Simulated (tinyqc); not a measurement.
## Ten-year voltage from two stress tests

Inverse problem. Lifetimes follow tau = t0 exp(B/Vd). Ten years are 3.15576e8 s. Find B, t0 and the drain voltage for ten years.

lifetimes at Vd = 3.1 and 3.5 V (s): [1.4e5, 2426.24036]

Answer. ln(tau) is linear in 1/Vd.

B = 110.0 V
t0 = 5.441e-11 s
ten-year voltage = 2.546 V

Program tinyqc, `OMP_NUM_THREADS=1 python tinyqc.py 2550151 2550152 out.jsonl`; Intel Xeon 2.30GHz, shared host, one thread, about 0.01 s.
